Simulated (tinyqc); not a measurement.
# Six-transistor SRAM cell, nodal equations and margins: two studies

Two cross-coupled inverters (pull-down bn, pull-up bp) hold the nodes Q and QB; access transistors (ba, threshold VTn, gate on the word line at Vdd when selected) join them to the bit lines. Transistor (EKV form, voltages against the body): I = 2 n b Vt^2 [F(vp - Vs) - F(vp - Vd)] from drain to source, F(v) = ln^2(1 + exp(v/(2 Vt))), vp = (Vg - VT + sg |Vd - Vs|)/n. n-channel bodies are at 0; for the p-channel device all voltages are counted down from Vdd. b in uA/V^2 gives I in uA. For an access transistor the bit line is the drain and the node the source. In a read both bit lines are at Vdd. The cell is symmetric (no mismatch).

Values chosen for this exercise: temperature T = 300 K; supply voltage Vdd = 0.75 V; slope factor n = 1.19; drain-induced barrier lowering sg = 0.061; n-channel threshold VTn = 0.26 V; p-channel threshold (magnitude) VTp = 0.38 V; gain factor of the pull-down transistor bn = 160 uA/V^2; gain factor of the access transistor ba = 110 uA/V^2; gain factor of the pull-up transistor bp = 79 uA/V^2.

Constants: q = 1.602176634e-19 C, kB = 1.380649e-23 J/K, Vt = kB T/q. Results are converted to the units shown.

Each table varies one quantity; the others keep the values above.

## Effect of the gain factor of the access transistor

f(x) is the node voltage of one half-cell for input x: In = Ip in hold, In = Ip + Ia in a read. Static noise margin: side of the largest square between the curve (x, f(x)) and its mirror image (f(y), y); with h(c) the root x of f(x) - x = c, it is the maximum over c > 0 of h(c) - h(-c) + c. Q is the low node in a read and Iread the current of its access transistor. The write trip is the voltage to which the bit line of the high node must fall (the other staying at Vdd) for that state to vanish; higher is easier, and a negative value means that a grounded bit line does not write.

The same in every row: hold margin (mV) = 267.4.

Result of one run:
```
ba (uA/V^2)	read margin (mV)	Q in a read (mV)	Iread (uA)	write trip (mV)
40	172.7	50.66	3.751	91.81
```

What becomes of these results when the gain factor of the access transistor ba is changed from 40 to 210 uA/V^2, all else the same?

Result of the changed run:
```
ba (uA/V^2)	read margin (mV)	Q in a read (mV)	Iread (uA)	write trip (mV)
210	72.38	157.2	10.16	345.5
```

The whole series:
```
ba (uA/V^2)	read margin (mV)	Q in a read (mV)	Iread (uA)	write trip (mV)
40	172.7	50.66	3.751	91.81
56	154.5	66.37	4.823	162.3
77	135.8	84.26	5.993	218.2
110	113.8	107.7	7.438	270.5
150	94.07	130.5	8.752	309.0
210	72.38	157.2	10.16	345.5
```

As ba goes from 40 to 210 uA/V^2, the read margin falls from 173 to 72.4 mV, the write trip rises from 91.8 to 346 mV and Iread rises from 3.75 to 10.2 uA. The read margin is 0.65 of the hold margin in the first row and 0.27 in the last. Read stability and write ability pull in opposite directions. For ba = 150 to 210 uA/V^2 the read margin is under 100 mV, which threshold mismatch, left out here, can use up in a large array.

## Effect of the n-channel threshold

Same model as above.

Results:
```
VTn (V)	hold margin (mV)	read margin (mV)	Q in a read (mV)	Iread (uA)	write trip (mV)
0.2	239.1	80.20	119.2	9.222	327.3
0.26	267.4	113.8	107.7	7.438	270.5
0.32	292.3	142.8	96.50	5.832	218.2
0.44	314.3	182.8	74.76	3.199	119.3
0.5	301.5	198.6	64.44	2.176	72.15
```

Estimate the missing row, VTn = 0.38 V.

Computed row:
```
VTn (V)	hold margin (mV)	read margin (mV)	Q in a read (mV)	Iread (uA)	write trip (mV)
0.38	310.1	165.4	85.51	4.418	167.9
```

With this row back in the table: As VTn goes from 0.2 to 0.5 V, the read margin rises from 80.2 to 199 mV, the write trip falls from 327 to 72.1 mV and Iread falls from 9.22 to 2.18 uA. The read margin is 0.34 of the hold margin in the first row and 0.66 in the last. Read stability and write ability pull in opposite directions. At VTn = 0.2 V the read margin is under 100 mV, which threshold mismatch, left out here, can use up in a large array.

Numbers from tinyqc (`OMP_NUM_THREADS=1 python tinyqc.py 2340111 2340112 out.jsonl`; about 0.2 s on one thread of a shared Intel Xeon 2.30GHz).
